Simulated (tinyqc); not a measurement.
Strained Delta valleys, repopulation and conductivity mass: mobility against stress.

A cubic crystal with three pairs of conduction valleys along x, y and z under uniaxial stress X along [001] (X > 0 is tension); current along [110]. Non-degenerate electrons, fixed total density, one relaxation time for all valleys and stresses, masses unchanged by strain, so the mobility goes as the mean inverse mass.

Stress s_ij = X a_i a_j with a the unit vector along [001]; strain e_ii = s11 s_ii + s12 (s_jj + s_kk), e_ij = s44 s_ij/2. Valley shift dE = Xu (n.e.n - trace(e)/3) with n the valley axis; share f proportional to exp(-dE/Vt). Inverse mass along the current d = [110]: (n.d)^2/ml + (1 - (n.d)^2)/mt; mu/mu0 = sum f (1/m) over the plain mean of 1/m. The linear estimate is 1 - pi X with pi the small-stress slope -d(mu/mu0)/dX.

Values chosen for this exercise; values close to those of silicon:
```
symbol,value,unit,meaning
T,350,K,temperature
s11,7.49,1/TPa,compliance
s12,-2.12,1/TPa,compliance
s44,12.2,1/TPa,compliance
Xu,9.06,eV,shear deformation potential
ml,0.946,m0,longitudinal mass
mt,0.185,m0,transverse mass
```

Constants: q = 1.602176634e-19 C, kB = 1.380649e-23 J/K, Vt = kB T/q. Results are converted to the units shown.

Mobility against stress:

| X (MPa) | splitting (meV) | largest share | mu/mu0 | linear estimate |
|---|---|---|---|---|
| -25 | 2.177 | 0.3496 | 1.009 | 1.009 |
| -50 | 4.353 | 0.3661 | 1.018 | 1.018 |
| -100 | 8.707 | 0.4002 | 1.037 | 1.035 |
| -200 | 17.41 | 0.4711 | 1.076 | 1.071 |
| -400 | 34.83 | 0.6134 | 1.154 | 1.141 |
| -700 | 60.95 | 0.7904 | 1.251 | 1.247 |
| -1000 | 87.07 | 0.8997 | 1.311 | 1.353 |
| -1500 | 130.6 | 0.9743 | 1.352 | 1.529 |
| -2500 | 217.7 | 0.9985 | 1.366 | 1.881 |

The ratio mu/mu0 rises from 1.01 to 1.37; pi = 35.3e-11 1/Pa. The linear estimate of the change is 0.9884 times the computed change in the first row and 2.41 times it in the last: once the splitting is several Vt (Vt = 30.2 meV) the upper valleys are nearly empty and little is left to move. At X = -2500 MPa the stress passes 1.5 GPa, where intervalley scattering and masses change too.

tinyqc, about 0.01 s, one thread, Intel Xeon 2.30GHz (shared host): `OMP_NUM_THREADS=1 python tinyqc.py 2530136 2530137 out.jsonl`
